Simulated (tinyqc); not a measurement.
Inside a calculation (part 2 of 2). Method: UKS/exchange-only LDA in the sto-3g basis, for BeH, spin multiplicity 2. Computed by tinyqc, a small Python program that keeps every step (integrals from PySCF). Command: `OMP_NUM_THREADS=1 python tinyqc.py 23480 23481 out.jsonl` (the two numbers bound the seeds that draw the settings). One thread of a shared host (Intel(R) Xeon(R) Processor @ 2.60GHz), about 1 s of CPU time with the checks.

Geometry (angstrom):
```
atom        x        y        z
Be    0.00000  0.00000  0.00000
H     0.00000  0.00000  1.59200
```

## Iteration 2: diagonalisation and new density

F(alpha) (hartree), order 1Be 1s, 1Be 2s, 1Be 2px, 1Be 2py, 1Be 2pz, 2H 1s:
```
[[-3.54849, -1.07829, 0.00000, 0.00000, 0.00485, -0.17125],
 [-1.07829, -0.45337, 0.00000, 0.00000, 0.01139, -0.17562],
 [0.00000, 0.00000, 0.02333, 0.00000, 0.00000, 0.00000],
 [0.00000, 0.00000, 0.00000, 0.02333, 0.00000, 0.00000],
 [0.00485, 0.01139, 0.00000, 0.00000, -0.00590, -0.13277],
 [-0.17125, -0.17562, 0.00000, 0.00000, -0.13277, -0.04933]]
```

F(beta) (hartree), order 1Be 1s, 1Be 2s, 1Be 2px, 1Be 2py, 1Be 2pz, 2H 1s:
```
[[-3.52987, -1.06757, 0.00000, 0.00000, -0.00390, -0.17043],
 [-1.06757, -0.37137, 0.00000, 0.00000, -0.06381, -0.16784],
 [0.00000, 0.00000, 0.09507, 0.00000, 0.00000, 0.00000],
 [0.00000, 0.00000, 0.00000, 0.09507, 0.00000, 0.00000],
 [-0.00390, -0.06381, 0.00000, 0.00000, 0.09522, -0.12756],
 [-0.17043, -0.16784, 0.00000, 0.00000, -0.12756, -0.02132]]
```

X, order 1Be 1s, 1Be 2s, 1Be 2px, 1Be 2py, 1Be 2pz, 2H 1s:
```
[[0.26658, 0.78105, 0.00000, 0.00000, 0.59624, 0.20165],
 [-0.77025, -0.57960, 0.00000, 0.00000, 0.44782, 0.39586],
 [0.00000, 0.00000, -0.02319, 0.99973, 0.00000, 0.00000],
 [0.00000, 0.00000, 0.99973, 0.02319, 0.00000, 0.00000],
 [-0.80421, 0.50708, 0.00000, 0.00000, -0.49935, 0.38244],
 [1.06330, -0.23216, 0.00000, 0.00000, -0.20276, 0.52546]]
```

Diagonalise F' = X^T F X, C = X C', fill 3 alpha and 2 beta electrons from the bottom; D(s) = C_occ C_occ^T. Each column has its largest component positive (the first on a tie).

F' = X^T F X (alpha) (hartree):
```
[[0.29176, -0.26405, 0.00000, 0.00000, -0.19710, -0.09328],
 [-0.26405, -1.30169, 0.00000, 0.00000, -1.48803, -0.67189],
 [0.00000, 0.00000, 0.02333, 0.00000, 0.00000, 0.00000],
 [0.00000, 0.00000, 0.00000, 0.02333, 0.00000, 0.00000],
 [-0.19710, -1.48803, 0.00000, 0.00000, -1.89332, -0.88095],
 [-0.09328, -0.67189, 0.00000, 0.00000, -0.88095, -0.56050]]
```

orbital energies (alpha) (hartree): [-3.55651, -0.17040, -0.07324, 0.02333, 0.02333, 0.33642]

coefficients C (alpha), order 1Be 1s, 1Be 2s, 1Be 2px, 1Be 2py, 1Be 2pz, 2H 1s:
```
[[0.98553, -0.25487, 0.15372, 0.00000, 0.00000, 0.13196],
 [0.05276, 0.76618, -0.56468, 0.00000, 0.00000, -0.61464],
 [0.00000, 0.00000, 0.00000, 0.99830, -0.05836, 0.00000],
 [0.00000, 0.00000, 0.00000, 0.05836, 0.99830, 0.00000],
 [0.00241, 0.09939, 0.67804, 0.00000, 0.00000, -0.91097],
 [-0.00957, 0.42065, 0.39949, 0.00000, 0.00000, 1.07939]]
```

F' = X^T F X (beta) (hartree):
```
[[0.32380, -0.28018, 0.00000, 0.00000, -0.18450, -0.08631],
 [-0.28018, -1.20714, 0.00000, 0.00000, -1.56303, -0.67331],
 [0.00000, 0.00000, 0.09507, 0.00000, 0.00000, 0.00000],
 [0.00000, 0.00000, 0.00000, 0.09507, 0.00000, 0.00000],
 [-0.18450, -1.56303, 0.00000, 0.00000, -1.79987, -0.88245],
 [-0.08631, -0.67331, 0.00000, 0.00000, -0.88245, -0.54127]]
```

orbital energies (beta) (hartree): [-3.53723, -0.13979, 0.06690, 0.09507, 0.09507, 0.38564]

coefficients C (beta), order 1Be 1s, 1Be 2s, 1Be 2px, 1Be 2py, 1Be 2pz, 2H 1s:
```
[[0.98630, -0.21042, -0.22420, 0.00000, 0.00000, 0.09974],
 [0.05036, 0.61433, 0.81134, 0.00000, 0.00000, -0.49825],
 [0.00000, 0.00000, 0.00000, 0.92835, -0.37170, 0.00000],
 [0.00000, 0.00000, 0.00000, 0.37170, 0.92835, 0.00000],
 [0.00607, 0.29551, -0.51084, 0.00000, 0.00000, -0.97528],
 [-0.01032, 0.47708, -0.41518, 0.00000, 0.00000, 1.04959]]
```

D(alpha) after iteration 2, order 1Be 1s, 1Be 2s, 1Be 2px, 1Be 2py, 1Be 2pz, 2H 1s:
```
[[1.05986, -0.23009, 0.00000, 0.00000, 0.08127, -0.05524],
 [-0.23009, 0.90869, 0.00000, 0.00000, -0.30660, 0.09620],
 [0.00000, 0.00000, 0.00000, 0.00000, 0.00000, 0.00000],
 [0.00000, 0.00000, 0.00000, 0.00000, 0.00000, 0.00000],
 [0.08127, -0.30660, 0.00000, 0.00000, 0.46963, 0.31266],
 [-0.05524, 0.09620, 0.00000, 0.00000, 0.31266, 0.33663]]
```

D(beta) after iteration 2, order 1Be 1s, 1Be 2s, 1Be 2px, 1Be 2py, 1Be 2pz, 2H 1s:
```
[[1.01706, -0.07960, 0.00000, 0.00000, -0.05620, -0.11057],
 [-0.07960, 0.37994, 0.00000, 0.00000, 0.18185, 0.29257],
 [0.00000, 0.00000, 0.00000, 0.00000, 0.00000, 0.00000],
 [0.00000, 0.00000, 0.00000, 0.00000, 0.00000, 0.00000],
 [-0.05620, 0.18185, 0.00000, 0.00000, 0.08736, 0.14092],
 [-0.11057, 0.29257, 0.00000, 0.00000, 0.14092, 0.22772]]
```

Within a degenerate level the vectors are fixed only up to a rotation; this is one choice.

## Convergence

Stop when the energy changes by less than 1e-08 hartree and every element of the error matrix X^T (F D S - S D F) X (for each spin) is below 3e-05.

Course of the cycle:
```
iteration  E (hartree)     change  largest element of the error matrix
1          -14.5104538          -                             1.43e-01
2          -14.5023728   8.08e-03                             3.01e-02
3          -14.5035861  -1.21e-03                             3.27e-02
4          -14.5038035  -2.17e-04                             3.13e-02
5          -14.5038999  -9.64e-05                             3.15e-02
6          -14.5040868  -1.87e-04                             2.99e-02
7          -14.5041750  -8.82e-05                             3.01e-02
8          -14.5043410  -1.66e-04                             2.85e-02
9          -14.5044215  -8.05e-05                             2.87e-02
10         -14.5045693  -1.48e-04                             2.72e-02
11         -14.5046429  -7.36e-05                             2.73e-02
12         -14.5047750  -1.32e-04                             2.60e-02
13         -14.5048424  -6.74e-05                             2.61e-02
14         -14.5049605  -1.18e-04                             2.48e-02
...                ...        ...                                  ...
61         -14.5066302  -9.59e-06                             9.16e-03
62         -14.5066418  -1.16e-05                             8.89e-03
63         -14.5066506  -8.85e-06                             8.78e-03
64         -14.5066612  -1.06e-05                             8.52e-03
65         -14.5066694  -8.17e-06                             8.42e-03
66         -14.5066791  -9.70e-06                             8.18e-03
67         -14.5066866  -7.55e-06                             8.08e-03
68         -14.5066955  -8.88e-06                             7.84e-03
69         -14.5067025  -6.97e-06                             7.74e-03
70         -14.5067106  -8.13e-06                             7.52e-03
71         -14.5067170  -6.43e-06                             7.43e-03
72         -14.5067245  -7.45e-06                             7.22e-03
73         -14.5067304  -5.94e-06                             7.12e-03
74         -14.5067372  -6.82e-06                             6.93e-03
```

PySCF UKS in the same basis, fine grid, after a stability check = -14.5125065 hartree

Not converged within the cap of 74 iterations: the residual falls steadily but slowly, by a factor of about 0.98 a step. Reruns (cap 100 unless said): DIIS 8: converged in 7; damping 0.5: converged in 23; level shift 0.5: converged in 30; atomic densities as start, DIIS 8: converged in 7; the original settings with a cap of 400: converged in 338.
